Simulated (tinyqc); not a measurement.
Coupling ratio and rate constant from the late transient.

Inverse problem. Long after the knee a floating-gate cell follows U = Vg - (tox/ag) B/ln(K t). Find K and ag.

Inputs (values chosen for the exercise): tunnel oxide thickness tox = 9.8 nm; control-gate voltage Vg = 16 V.

U at t = 0.01 and 1 s (V): [2.6220351, 4.4804093]
B = 26.108886 V/nm

Answer. 1/(Vg - U) is linear in ln t; the ratio of the two values gives ln(K t_a), and either value gives ag.

K = 2.497e14 1/s
ag = 0.6700

Numbers from tinyqc (`OMP_NUM_THREADS=1 python tinyqc.py 2130147 2130148 out.jsonl`; about 0.02 s on one thread of a shared Intel Xeon 2.30GHz).
